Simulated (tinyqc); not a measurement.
Image-sensor pixel with a pinned photodiode, signal and noise: one step of the calculation.

A buried n layer between a heavily doped p+ surface layer and a p layer is emptied into a floating diffusion, read through a source follower with correlated double sampling (reset noise cancelled). One-dimensional abrupt junctions; no blooming, lag or crosstalk.

Problem. Quantum efficiency and dark current. QE = (1 - Rf)[exp(-al x1) - exp(-al x2)]. ni = sqrt(Nc Nv) exp(-Eg/(2 Vt)), Eg in volts; dark rates ni Wd A/tg (generation) and Jd ni^2 A (diffusion).

Parameters, values chosen for the exercise; material values close to those of silicon:

| symbol | value | unit | meaning |
|---|---|---|---|
| T | 293 | K | temperature |
| Eg | 1.13 | eV | band gap |
| Nc | 2.66e19 | cm^-3 | conduction-band density of states at T |
| Nv | 2.59e19 | cm^-3 | valence-band density of states at T |
| A | 0.47 | um^2 | photodiode area |
| al | 0.0188 | 1/um | absorption coefficient (light near 940 nm) |
| Rf | 0.21 |  | optical loss before the silicon |
| x1 | 0.07 | um | dead layer |
| x2 | 2 | um | depth of collection |
| tg | 0.0022 | s | generation lifetime |
| Wd | 1.3 | um | depleted depth |
| Jd | 4.5e6 | x 1e-20 cm^4/s | diffusion dark flux per ni^2 |

Constants: q = 1.602176634e-19 C, kB = 1.380649e-23 J/K, Vt = kB T/q. Results are converted to the units shown.

Wanted: QE; ni; generation rate; diffusion rate.

Solution.

QE = 0.028114
ni = 5.0205e9 cm^-3
generation rate = 1.3943 electrons/s
diffusion rate = 0.0053309 electrons/s

Of the light that enters, 0.13 % is lost in the dead layer and 96 % passes the collecting depth.

Numbers from tinyqc (`OMP_NUM_THREADS=1 python tinyqc.py 2630007 2630008 out.jsonl`; about 0.01 s on one thread of a shared Intel Xeon 2.30GHz).
